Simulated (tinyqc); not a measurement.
Inside a calculation. Method: ROHF in the sto-6g basis, for H2+, spin multiplicity 2. Computed by tinyqc, a small Python program that keeps every step (integrals from PySCF). Settings: charge = 1, multiplicity = 2, basis = sto-6g, energy threshold = 1e-09, iteration cap = 56, orthogonalisation = symmetric, start = random, DIIS depth = 0, method = ROHF. Command: `OMP_NUM_THREADS=1 python tinyqc.py 21340 21341 out.jsonl` (the two numbers bound the seeds that draw the settings). One thread of a shared host (Intel(R) Xeon(R) Processor @ 2.60GHz), about 0.02 s of CPU time with the checks. Later iterations appear only in the table of the cycle.

## One-electron integrals

Geometry (angstrom):
```
atom         x         y         z
H     0.000000  0.000000  0.000000
H     0.000000  0.000000  1.096000
```

Basis sto-6g: exponents (1/bohr^2) and contraction coefficients of normalised primitives:
```
element  l (shell)   exponent  coefficient
H            s (1)  35.523221     0.009164
H            s (1)   6.513144     0.049361
H            s (1)   1.822143     0.168538
H            s (1)   0.625955     0.370563
H            s (1)   0.243077     0.416492
H            s (1)   0.100112     0.130334
```

Overlap, kinetic and nuclear-attraction integrals over the contracted functions; the nuclear repulsion is the sum of Za Zb / Rab.

nuclear repulsion = 0.48282592 hartree

overlap S:
```
          1H 1s     2H 1s
1H 1s  1.000000  0.442152
2H 1s  0.442152  1.000000
```

kinetic energy T (hartree):
```
          1H 1s     2H 1s
1H 1s  0.768522  0.080735
2H 1s  0.080735  0.768522
```

nuclear attraction V (hartree):
```
           1H 1s      2H 1s
1H 1s  -1.712261  -0.678452
2H 1s  -0.678452  -1.712261
```

core Hamiltonian H = T + V (hartree):
```
           1H 1s      2H 1s
1H 1s  -0.943738  -0.597717
2H 1s  -0.597717  -0.943738
```

## Two-electron integrals

Functions are numbered as in S; the eight-fold symmetry (ij|kl) = (ji|kl) = (kl|ij) leaves the list below.

Two-electron integrals (ij|kl) in chemists' order, unique and non-zero (hartree):
```
(11|11) 0.774999   (21|11) 0.267484   (21|21) 0.122168   (22|11) 0.447910
(22|21) 0.267484   (22|22) 0.774999
```

## Orthogonalisation

S = U s U^T; symmetric (Loewdin) form X = U s^(-1/2) U^T, so that X^T S X = 1.

eigenvalues of S: 0.557848  1.442152

X:
```
           1H 1s      2H 1s
1H 1s   1.085796  -0.253085
2H 1s  -0.253085   1.085796
```

## Starting guess

The start is random orthonormal orbitals; D(s) = C_occ C_occ^T for each spin.

D(alpha) at the start:
```
          1H 1s     2H 1s
1H 1s  0.991873  0.009096
2H 1s  0.009096  0.000083
```

D(beta) at the start:
```
          1H 1s     2H 1s
1H 1s  0.000000  0.000000
2H 1s  0.000000  0.000000
```

## Iteration 1: building the Fock matrix

J_ij = sum D_kl (ij|kl) with D = D(alpha) + D(beta), K_ij = sum D_kl (ik|jl) for each spin; F = H + J - K(s); E = tr D H + tr D J / 2 - 0.5 sum_s tr D(s) K(s) + E_nn.

Coulomb J (hartree):
```
          1H 1s     2H 1s
1H 1s  0.773603  0.267554
2H 1s  0.267554  0.449201
```

exchange K(alpha) (hartree):
```
          1H 1s     2H 1s
1H 1s  0.773576  0.270517
2H 1s  0.270517  0.126106
```

exchange K(beta) (hartree):
```
          1H 1s     2H 1s
1H 1s  0.000000  0.000000
2H 1s  0.000000  0.000000
```

F(alpha) (hartree):
```
           1H 1s      2H 1s
1H 1s  -0.943711  -0.600680
2H 1s  -0.600680  -0.620644
```

F(beta) (hartree):
```
           1H 1s      2H 1s
1H 1s  -0.170135  -0.330162
2H 1s  -0.330162  -0.494538
```

total energy of this density = -0.46419518 hartree

## Iteration 1: Roothaan effective Fock matrix

With projectors Pc = D(beta) S, Po = (D(alpha) - D(beta)) S, Pv = 1 - D(alpha) S, the block xy is Px^T F Py; with Fc = (F(alpha) + F(beta))/2, the blocks are Fc for cc, oo, vv and cv, F(beta) for co and F(alpha) for ov.

effective F (hartree):
```
           1H 1s      2H 1s
1H 1s  -0.557625  -0.427313
2H 1s  -0.427313  -0.523190
```

## Iteration 1: diagonalisation and new density

Diagonalise F' = X^T F X, C = X C', fill 1 alpha and 0 beta electrons from the bottom; D(s) = C_occ C_occ^T. Each column has its largest component positive (the first on a tie).

F' = X^T F X (hartree):
```
           1          2
1  -0.456075  -0.234146
2  -0.234146  -0.417683
```

orbital energies (hartree): MO1 -0.671811, MO2 -0.201947

coefficients C:
```
            MO1        MO2
1H 1s  0.627034  -0.921864
2H 1s  0.549613   0.970016
```

D(alpha) after iteration 1:
```
          1H 1s     2H 1s
1H 1s  0.393171  0.344626
2H 1s  0.344626  0.302075
```

D(beta) after iteration 1:
```
          1H 1s     2H 1s
1H 1s  0.000000  0.000000
2H 1s  0.000000  0.000000
```

## Iteration 2: building the Fock matrix

As before.

Coulomb J (hartree):
```
          1H 1s     2H 1s
1H 1s  0.624373  0.270172
2H 1s  0.270172  0.594576
```

exchange K(alpha) (hartree):
```
          1H 1s     2H 1s
1H 1s  0.525975  0.382431
2H 1s  0.382431  0.466504
```

exchange K(beta) (hartree):
```
          1H 1s     2H 1s
1H 1s  0.000000  0.000000
2H 1s  0.000000  0.000000
```

F(alpha) (hartree):
```
           1H 1s      2H 1s
1H 1s  -0.845340  -0.709976
2H 1s  -0.709976  -0.815666
```

F(beta) (hartree):
```
           1H 1s      2H 1s
1H 1s  -0.319365  -0.327545
2H 1s  -0.327545  -0.349162
```

total energy of this density = -0.58528208 hartree

## Iteration 2: Roothaan effective Fock matrix

As before.

effective F (hartree):
```
           1H 1s      2H 1s
1H 1s  -0.589423  -0.518087
2H 1s  -0.518087  -0.574748
```

## Iteration 2: diagonalisation and new density

As before.

F' = X^T F X (hartree):
```
           1          2
1  -0.446977  -0.324073
2  -0.324073  -0.430616
```

orbital energies (hartree): MO1 -0.762972, MO2 -0.114620

coefficients C:
```
            MO1        MO2
1H 1s  0.600715  -0.939227
2H 1s  0.576823   0.954086
```

D(alpha) after iteration 2:
```
          1H 1s     2H 1s
1H 1s  0.360859  0.346506
2H 1s  0.346506  0.332725
```

D(beta) after iteration 2:
```
          1H 1s     2H 1s
1H 1s  0.000000  0.000000
2H 1s  0.000000  0.000000
```

## Iteration 3: building the Fock matrix

As before.

Coulomb J (hartree):
```
          1H 1s     2H 1s
1H 1s  0.614065  0.270186
2H 1s  0.270186  0.604863
```

exchange K(alpha) (hartree):
```
          1H 1s     2H 1s
1H 1s  0.505683  0.383058
2H 1s  0.383058  0.487316
```

exchange K(beta) (hartree):
```
          1H 1s     2H 1s
1H 1s  0.000000  0.000000
2H 1s  0.000000  0.000000
```

F(alpha) (hartree):
```
           1H 1s      2H 1s
1H 1s  -0.835356  -0.710589
2H 1s  -0.710589  -0.826192
```

F(beta) (hartree):
```
           1H 1s      2H 1s
1H 1s  -0.329673  -0.327531
2H 1s  -0.327531  -0.338876
```

total energy of this density = -0.58596062 hartree

## Iteration 3: Roothaan effective Fock matrix

As before.

effective F (hartree):
```
           1H 1s      2H 1s
1H 1s  -0.584775  -0.518995
2H 1s  -0.518995  -0.580216
```

## Iteration 3: diagonalisation and new density

As before.

F' = X^T F X (hartree):
```
           1          2
1  -0.441349  -0.324976
2  -0.324976  -0.436265
```

orbital energies (hartree): MO1 -0.763793, MO2 -0.113821

coefficients C:
```
            MO1        MO2
1H 1s  0.592513  -0.944422
2H 1s  0.585109   0.949027
```

D(alpha) after iteration 3:
```
          1H 1s     2H 1s
1H 1s  0.351072  0.346685
2H 1s  0.346685  0.342353
```

D(beta) after iteration 3:
```
          1H 1s     2H 1s
1H 1s  0.000000  0.000000
2H 1s  0.000000  0.000000
```

## Iteration 9 (converged): orbitals

converged F (hartree):
```
           1H 1s      2H 1s
1H 1s  -0.582541  -0.519091
2H 1s  -0.519091  -0.582537
```

As before.

F' = X^T F X (hartree):
```
           1          2
1  -0.438810  -0.325071
2  -0.325071  -0.438806
```

orbital energies (hartree): MO1 -0.763879, MO2 -0.113737

coefficients C:
```
            MO1        MO2
1H 1s  0.588819  -0.946730
2H 1s  0.588813   0.946734
```

D(alpha) after iteration 9:
```
          1H 1s     2H 1s
1H 1s  0.346708  0.346704
2H 1s  0.346704  0.346700
```

D(beta) after iteration 9:
```
          1H 1s     2H 1s
1H 1s  0.000000  0.000000
2H 1s  0.000000  0.000000
```

## Convergence

Stop when the energy changes by less than 1e-09 hartree and every element of the error matrix X^T (F D S - S D F) X is below 9e-06.

Course of the cycle:
```
iteration  E (hartree)     change  largest element of the error matrix
1          -0.46419518          -                             2.00e-01
2          -0.58528208  -1.21e-01                             1.83e-02
3          -0.58596062  -6.79e-04                             5.66e-03
4          -0.58602519  -6.46e-05                             1.75e-03
5          -0.58603139  -6.20e-06                             5.44e-04
6          -0.58603198  -5.96e-07                             1.69e-04
7          -0.58603204  -5.73e-08                             5.23e-05
8          -0.58603205  -5.51e-09                             1.62e-05
9          -0.58603205  -5.29e-10                             5.02e-06
```

PySCF ROHF in the same basis = -0.58603205 hartree

Converged in 9 iterations.

## Populations, bond orders and dipole

Mulliken: Z minus the diagonal of D S on the atom; Loewdin: the same with S^(1/2) D S^(1/2); Mayer order: 2 sum_s sum (D(s) S)_ij (D(s) S)_ji over the two atoms.

Charges (e):
```
atom  Mulliken   Loewdin  Mulliken spin
1H    0.499996  0.499997       0.500004
2H    0.500004  0.500003       0.499996
```

Mayer bond orders:
```
pair     order
2-1   0.500000
```

dipole moment about the origin, x y z (debye): 0.000000  0.000000  2.632177
